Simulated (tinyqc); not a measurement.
Hopping conduction between localised states: one step, computed by the program tinyqc. Command: `OMP_NUM_THREADS=1 python tinyqc.py 3015378 3015379 out.jsonl hop walk`. One thread of a shared host (Intel(R) Xeon(R) Processor @ 2.30GHz), about 0.01 s of CPU time with the checks.

Energies are counted from the Fermi level. A small network shows the mechanism; the laws of an infinite system follow.

Problem. Variable-range laws. Mott: T_M = 21.2/(k_B g_0 xi^3), exponent (T_M/T)^(1/4), mean hop r = (3/8) xi times the exponent. Efros-Shklovskii: T_ES = 2.8 e^2/(4 pi eps eps_0 k_B xi), exponent (T_ES/T)^(1/2). Coulomb gap width g_0^(1/2) (e^2/(4 pi eps eps_0))^(3/2). The numerical coefficients come from percolation theory and are given.

Inputs (values chosen for the exercise, for a model amorphous semiconductor):

| quantity | value | unit |
|---|---|---|
| localisation length xi | 0.87 | nm |
| density of states g_0 | 6.6e+18 | 1/(eV cm^3) |
| permittivity eps | 4.6 | - |
| temperature T | 420 | K |

Dimension: 3D.

Constants: k_B = 8.617333262e-05 eV/K; e^2/(4 pi eps_0) = 14.39964548 eV angstrom.

Give: T_M; T_ES; Mott exponent; Efros-Shklovskii exponent; mean hop by the Mott formula; Coulomb gap.

Solution.

T_M = 5.661e+07 K

T_ES = 11691 K

Mott exponent = 19.16

Efros-Shklovskii exponent = 5.276

mean hop by the Mott formula = 6.251 nm

Coulomb gap = 14.23 meV

The larger exponent, here Mott, is the one that limits; the two are equal at T = 2.41 K, below which the Coulomb gap rules.
